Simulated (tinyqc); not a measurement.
# Haynes-Shockley experiment: what a collector records, against the sweep field along the drift

A sheet injected at x = 0, t = 0 gives at x = L the signal n(t) = N0 exp(-t/tau - (L - v t)^2/(4 D t))/sqrt(4 pi D t), D = mu Vt, v = mu F. Its peak lies at tp = [-D + sqrt(D^2 + u^2 L^2)]/u^2, u^2 = v^2 + 4 D/tau; dt is the full width at half height. Simple readings: mobility L/(F tp), diffusion coefficient (L dt/tp)^2/(16 ln 2 tp). Area v times the integral of n over N0: (v/u) exp(L (v - u)/(2 D)).

Parameters, values chosen for the exercise: temperature T = 350 K; minority-carrier mobility mu = 202 cm^2/(V s); lifetime tau = 7e-7 s; distance from injector to collector L = 29 um.

Constants: q = 1.602176634e-19 C, kB = 1.380649e-23 J/K, Vt = kB T/q. Results are converted to the units shown.

Haynes-Shockley experiment: what a collector records, against the sweep field along the drift:
```
F (V/cm)  L/v (us)  tp (us)  dt (us)  apparent mobility (cm^2/(V s))  apparent D (cm^2/s)    area  exp(-L/(v tau))
10           1.436   0.3340   0.7279                           868.2                10.78  0.1187           0.1286
18          0.7976   0.3104   0.6341                           519.1                10.20  0.2395           0.3200
31          0.4631   0.2647   0.4753                           353.5                9.239  0.4168           0.5160
54          0.2659   0.1976   0.2877                           271.8                8.138  0.6164           0.6840
94          0.1527   0.1313   0.1475                           235.1                7.296  0.7716           0.8040
160        0.08973  0.08280  0.07132                           218.9                6.793  0.8663           0.8797
280        0.05127  0.04915  0.03187                           210.7                6.487  0.9245           0.9294
490        0.02930  0.02863  0.01398                           206.7                6.315  0.9573           0.9590
```

True values: mu = 202 cm^2/(V s), D = 6.09 cm^2/s. The apparent mobility is 4.30 times the true one in the first row and 2.3 % above it in the last, and the apparent D 77 % above and 3.7 % above D. The peak always comes before L/v, since spreading and decay both weigh down the later part of the signal; the shift is 77 % and 2.3 % in these rows.

Program tinyqc, `OMP_NUM_THREADS=1 python tinyqc.py 2310013 2310014 out.jsonl`; Intel Xeon 2.30GHz, shared host, one thread, about 0.01 s.
